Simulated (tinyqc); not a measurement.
From heat capacity back to temperature T: classical Heisenberg spin chain: exact results, Metropolis, heat-bath and over-relaxation steps, and a Monte Carlo run. Computed by tinyqc, a small Python program. Command: `OMP_NUM_THREADS=1 python tinyqc.py 3130270 3130271 out.jsonl heismc inv`. One thread of a shared host (Intel(R) Xeon(R) Processor @ 2.30GHz), about 0.02 s of CPU time with the checks.

E = -J sum_i s_i . s_(i+1) for unit vectors s_i on an open chain; K = J/(k_B T).

Inputs (values chosen for the exercise, for a model chain of large moments): coupling J = 27 meV; moment mu = 6.9 mu_B.

Constants: k_B = 8.617333262e-05 eV/K; mu_B = 5.7883818060e-05 eV/T.

Method. Each bond angle is independent, so u = <s_i . s_(i+1)> = coth K - 1/K, <s_i . s_(i+n)> = u^n, correlation length xi = -1/ln|u|, energy per bond -J u, heat capacity per bond c/k_B = 1 - K^2/sinh^2 K, and for the long chain chi = mu^2 (1 + u)/(3 k_B T (1 - u)) per spin.

Problem. A run gave the result below. Find the temperature T, known to lie between 84 and 160 K.

heat capacity = 0.8108407 k_B/bond

Solution.

Each step takes the trial c = (a f_b - b f_a)/(f_b - f_a), f being the result less the target and a, b, c the logarithms of the listed values; c replaces end b, the old b replaces a if the sign of f changed, and otherwise f_a is halved.

Scan of the range:
```
temperature T (K)  heat capacity (k_B/bond)
84.0                               0.967928
93.5                               0.944689
104.0                              0.911841
116.0                              0.867277
129.0                              0.813808
144.0                              0.749583
160.0                              0.682060
```

False position (Illinois rule, in the logarithm of the input) inside the bracket:
```
step    end a    end b    trial  heat capacity (k_B/bond)
1     129.000  144.000  129.657                  0.811022
2     144.000  129.657  129.697                  0.810852
3     144.000  129.697  129.702                  0.810831
4     129.697  129.702  129.700                  0.810841
```

Heat capacity falls at every point of a 13-point scan of the range (every second point is shown), so one value fits; it is bracketed by 129 and 144. Answer: temperature T = 129.7 K.
